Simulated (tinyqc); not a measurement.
A discretised effective-mass wire between two leads, recursive Green functions: two steps of the calculation.

Finite differences on a grid of step a give a chain with hopping -t, t = C/(m a^2), C = hbar^2/(2 m0), and site energies 2 t + U_i for the N = 8 sites of the device; the semi-infinite leads have site energy 2 t. Each slice is one site, and V = -t couples neighbouring slices.

Values chosen for this exercise:
- m = 0.068 m0 (effective mass)
- a = 0.92 nm (grid step)
- U = [0, 0.167, 0.278, 0.333, 0.333, 0.278, 0.167, 0] eV (potential on the sites 1 to N)
- E = 0.099 eV (energy above the band bottom of the leads)

Constants: q = 1.602176634e-19 C, hbar = 1.054571817e-34 J s, m0 = 9.1093837015e-31 kg, hbar^2/(2 m0) = 0.0380998212 eV nm^2. Results are converted to the units shown.

Problem 1. Self-energy of the leads. Sigma = t^2 g(E - 2 t), g(x) = (x - i sqrt(4 t^2 - x^2))/(2 t^2) for |x| < 2 t and (x - sign(x) sqrt(x^2 - 4 t^2))/(2 t^2) otherwise; Gamma = i (Sigma - Sigma^dagger); both leads give the same.

Give: t; Sigma; Gamma; open modes.

Solution 1.

t = 0.66197 eV
Sigma = -0.61247-0.25117i eV
Gamma = 0.50233 eV
open modes = 1

Problem 2. Forward pass. Forward pass: g_1 = (E - H_1 - Sigma)^(-1), g_i = (E - H_i - V g_(i-1) V^dagger)^(-1), with Sigma also subtracted on the last slice; G_(i,1) = g_i V G_(i-1,1), starting from g_1. H_i is the block of slice i, its site energy.

Sigma = -0.61247009-0.25116686i eV

Give: g_i; G_(i,1) of the forward pass.

Solution 2.

```
site       g_i (1/eV)  G_(i,1) of the forward pass (1/eV)
1     -1.3977-0.5732i                     -1.3977-0.5732i
2     -1.1622-0.3745i                     -0.9332-0.7875i
3     -0.9797-0.1618i                     -0.5209-0.6107i
4     -0.8825-0.0554i                     -0.2819-0.3759i
5     -0.8535-0.0177i                     -0.1549-0.2157i
6     -0.8857-0.0061i                     -0.0899-0.1271i
7     -0.9962-0.0026i                     -0.0591-0.0840i
8     -1.8593-2.6667i                      0.0755-0.2076i
```

tinyqc, about 0.02 s, one thread, Intel Xeon 2.30GHz (shared host): `OMP_NUM_THREADS=1 python tinyqc.py 2660005 2660006 out.jsonl`
